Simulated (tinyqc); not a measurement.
Reaction control against transport control: chemical vapour deposition: Grove model, boundary layer, depletion and step coverage. Computed by tinyqc, a small Python program. Command: `OMP_NUM_THREADS=1 python tinyqc.py 3023209 3023210 out.jsonl cvd walk`. One thread of a shared host (Intel(R) Xeon(R) Processor @ 2.30GHz), about 0.01 s of CPU time with the checks.

A precursor diffuses to the surface and reacts there at first order; each molecule that reacts adds one formula unit of film.

Inputs (values chosen for the exercise, close to those used for silicon dioxide from an alkoxysilane):
```
quantity                                            value                unit
prefactor k0 of k_s                                 2e+10                cm/s
activation energy E                                  1.92                  eV
temperature T                                         780                   C
total pressure p                                      760                torr
mole fraction of the precursor Y                     0.01                   -
gas diffusivity D0 at 273.15 K and 760 torr          0.51              cm^2/s
film density N                                    2.2e+22  formula units/cm^3
gas velocity U                                         46                cm/s
kinematic viscosity nu0 at 273.15 K and 760 torr     0.99              cm^2/s
susceptor length L                                     32                  cm
channel height b                                      7.3                  cm
```

Reactor: horizontal, atmospheric.

Constants: k_B = 8.617333262e-05 eV/K; k_B = 1.380649e-23 J/K.

Method:
- k_s = k0 exp(-E/(k_B T)); C_g = Y p/(k_B T), 1 torr = 133.322 Pa; D = D0 (T/273.15)^1.75 (760/p).
- nu = nu0 (T/273.15)^1.75 (760/p); Re = U L/nu; mean boundary layer delta = (2/3) L/sqrt(Re), at most b/2; h_g = D/delta.
- Fluxes in series: C_s = C_g/(1 + k_s/h_g); growth rate G = k_s h_g/(k_s + h_g) C_g/N; 1 cm/s = 6e8 nm/min.
- Temperatures in kelvin are T(C) + 273.15.

Rates:
```
T (C)  k_s (cm/s)  h_g (cm/s)  G (nm/min)  reaction limit (nm/min)  transport limit (nm/min)
580    9.1011e-02      2.4971       206.0               2.1351e+02                    5858.4
630    3.8637e-01      2.6247       746.4               8.5625e+02                    5816.8
680    1.4094e+00      2.7515      1957.1               2.9596e+03                    5777.8
730    4.5190e+00      2.8773      3507.6               9.0164e+03                    5741.0
780    1.2972e+01      3.0024      4633.7               2.4653e+04                    5706.2
830    3.3841e+01      3.1268      5193.4               6.1400e+04                    5673.2
880    8.1241e+01      3.2505      5424.8               1.4101e+05                    5641.9
930    1.8134e+02      3.3735      5509.5               3.0167e+05                    5612.0
980    3.7966e+02      3.4958      5532.6               6.0638e+05                    5583.5
```

The apparent activation energy of G is 1.71 eV between the first rows and 0.01 eV between the last, against E = 1.92 eV. k_s passes h_g between 680 and 730 C, where control shifts from the surface to the gas. In the reaction limit the slope is E - k_B T, because C_g falls as 1/T; any further lowering comes from transport.

Extremes, crossings and ranges named in words are read from the listed rows.
